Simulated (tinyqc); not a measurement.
Inside a calculation. Model: self-consistent Fermi level with native defects, at growth and after a quench. Computed by tinyqc, a small Python program that keeps every step. Command: `OMP_NUM_THREADS=1 python tinyqc.py 3031611 3031612 out.jsonl scfermi walk`. One thread of a shared host (Intel(R) Xeon(R) Processor @ 2.30GHz), about 0.06 s of CPU time with the checks. Intermediate numbers are printed to about 5 digits and carried at full precision; extremes and crossings named in words are read from the listed rows.

Energies are counted from the top of the valence band (VBM); when the gap shrinks with temperature the conduction band moves and the levels stay. D and A draw on one reservoir with opposite signs, as the two vacancies of a compound do.

Inputs (values chosen for the exercise, with bands modelled on 4H-SiC):
```
quantity                                value   unit
gap E_g at 300 K                         3.23     eV
slope -dE_g/dT above 300 K            0.00029   eV/K
electron mass m_e                       0.387    m_0
valleys M_c                                 3      -
hole mass m_h                            1.96    m_0
E_f of the neutral native donor D       2.052     eV
E_f of the neutral native acceptor A    2.388     eV
shift s of the chemical potential         0.3     eV
site density N_s                      3.2e+22  cm^-3
dopant density N_X                          0  cm^-3
growth temperature T_g                   1410      K
temperature of use T                      300      K
```

Added shallow dopant: none.

levels of D above the VBM, most positive state first (eV): 2.42  2.43

levels of A above the VBM, (0/-1) first (eV): 1.32  1.57

Constants: m_0 = 9.1093837015e-31 kg; k_B = 1.380649e-23 J/K; h = 6.62607015e-34 J s; k_B = 8.617333262e-05 eV/K.

## Formation energies at E_F = 0

E_f(D, 0) = input + s and E_f(A, 0) = input - s; E_f(q, E_F = 0) follows from the levels, eps(q/q-1) = E_f(q - 1) - E_f(q) at E_F = 0.

E_f(q, E_F = 0) (eV): D(+2) -2.498, D(+1) -0.078, D(0) 2.352, A(0) 2.088, A(-1) 3.408, A(-2) 4.978

## Bands at growth

E_g(T) = E_g - slope x max(0, T - 300 K). N_c = 2 M_c (2 pi m_e k_B T/h^2)^(3/2) and N_v = 2 (2 pi m_h k_B T/h^2)^(3/2), masses in units of m_0. At growth T = T_g.

E_g(T_g) = 2.9081 eV

N_c(T_g) = 1.8467e+20 cm^-3

N_v(T_g) = 7.0162e+20 cm^-3

k_B T_g = 0.12150 eV

## Charges across the gap at T_g

n = N_c F_1/2((E_F - E_g)/k_B T), p = N_v F_1/2(-E_F/k_B T). F_1/2(eta) = (2/sqrt(pi)) int_0^infinity sqrt(x)/(1 + exp(x - eta)) dx, by the trapezoid rule in t = sqrt(x) with step 0.02 up to t = 12 (for eta < -12 by exp(eta) - exp(2 eta)/2^(3/2)). In equilibrium c_q = N_s exp(-(E_f(q, 0) + q E_F)/k_B T). Net charge = p - n + sum q c_q; the log ratio is ln(positive charge/negative charge). Entries near or above N_s lie outside the dilute limit and only show that E_F cannot go there.

Densities (cm^-3):
```
E_F (eV)           n           p  charge on D  charge on A  log ratio
0.145     2.4560e+10  1.9308e+20   4.9918e+30   6.9531e+10     45.418
0.582     8.9578e+11  5.8154e+18   3.7524e+27   2.5375e+12     34.628
1.018     3.2404e+13  1.6122e+17   2.8676e+24   9.3690e+13     23.847
1.454     1.1722e+15  4.4571e+15   2.1917e+21   5.8733e+15     12.648
1.890     4.2400e+16  1.2321e+14   1.6853e+18   3.4632e+18     -0.732
2.326     1.5294e+18  3.4061e+12   1.5749e+15   4.3791e+21    -14.836
2.763     5.0782e+19  9.3386e+10   9.0553e+12   5.8199e+24    -27.179
```

## Equilibrium at growth

E_F is the root of the log ratio, by 50 bisections between -0.5 eV and E_g + 0.5 eV.

E_F at growth = 1.8674 eV

n at growth = 3.5214e+16 cm^-3

p at growth = 1.4836e+14 cm^-3

Defects at growth:
```
state  E_f (eV)   c (cm^-3)
D(+2)    1.2369  1.2139e+18
D(+1)    1.7894  1.2857e+16
D(0)     2.3520  1.2542e+14
A(0)     2.0880  1.1015e+15
A(-1)    1.5406  9.9699e+16
A(-2)    1.2431  1.1530e+18
```

total D = 1.2269e+18 cm^-3

total A = 1.2538e+18 cm^-3

The largest part of the positive charge comes from charged D (100 %) and that of the negative charge from charged A (99 %).

## After the quench to T

After a quench the totals of D and A stay as grown, and each is shared among its charge states with weights exp(-(E_f(q, 0) + q E_F)/k_B T).

E_F after the quench = 1.6503 eV

n after the quench = 5.2539e-08 cm^-3

p after the quench = 1.3005e-08 cm^-3

Frozen defects:
```
state   c (cm^-3)  share of its total
D(+2)  1.2269e+18          1.0000e+00
D(+1)  1.4402e+05          1.1739e-13
D(0)   1.1483e-08          9.3596e-27
A(0)   1.5184e+11          1.2111e-07
A(-1)  5.3728e+16          4.2853e-02
A(-2)  1.2000e+18          9.5715e-01
```

The material is insulating: E_F lies so deep that free carriers are negligible.

## Slow cooling against a quench

Each E_F by bisection; full equilibrium lets the defects form and vanish at every T.

Two histories (densities in cm^-3):
```
T (K)  E_F, equilibrium (eV)           n           p  all defects  E_F, frozen (eV)   n, frozen   p, frozen
1190                  1.8682  3.0298e+15  6.6643e+12   3.6920e+17            1.8727  3.1667e+15  6.3763e+12
970                   1.8686  9.1014e+13  7.8276e+10   2.3437e+16            1.8283  5.6153e+13  1.2687e+11
740                   1.8689  2.7907e+11  4.9877e+07   2.3077e+14            1.7681  5.7465e+10  2.4222e+08
520                   1.8690  1.1071e+07  1.2085e+02   6.1450e+10            1.7092  3.1300e+05  4.2745e+03
300                   1.8690  2.4801e-04  2.7551e-12   9.4428e+01            1.6503  5.2539e-08  1.3005e-08
```

At 300 K equilibrium would leave 94.4 defects per cm^3 against 2.48e18 frozen in, and E_F differs by -0.219 eV. Both histories end semi-insulating. Real samples lie between, set by the temperature at which diffusion stops.

Checks made by the program: neutrality at growth (relative difference below 1e-10).
